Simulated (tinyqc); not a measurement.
Gas flow in a process chamber: flow regimes, conductance, effective pumping speed, pump-down, outgassing and purge: one step, computed by the program tinyqc.

Ideal gas, isothermal flow, a pump of constant speed at the end of a round pipe; process gas, volume gas and outgassing are given the same properties. 1 sccm = 101325 Pa x 1e-6 m^3/60 s x T/273.15 K.

Task: Time to base pressure. From the outgassing limit: t = 1 h x (q_1 A/(S_eff p_target))^(1/n) - 10 s; monolayer time at the target = 1e19 m^-2 x 4 k_B T/(p c) for unit sticking.

Inputs (values chosen for the exercise, modelled on water vapour near room temperature): temperature T = 350 K; wall area = 2.2 m^2; outgassing rate after 1 h = 7.6e-07 Pa m^3/(s m^2); outgassing exponent n = 1.1; target base pressure = 2e-05 Pa.

S_eff in molecular flow = 54.38322 L/s

mean speed c = 641.2742 m/s

Constants: k_B = 1.380649e-23 J/K.

Give: time to the target; monolayer time.

Result:

time to the target = 1.476 h

monolayer time = 15.07 s
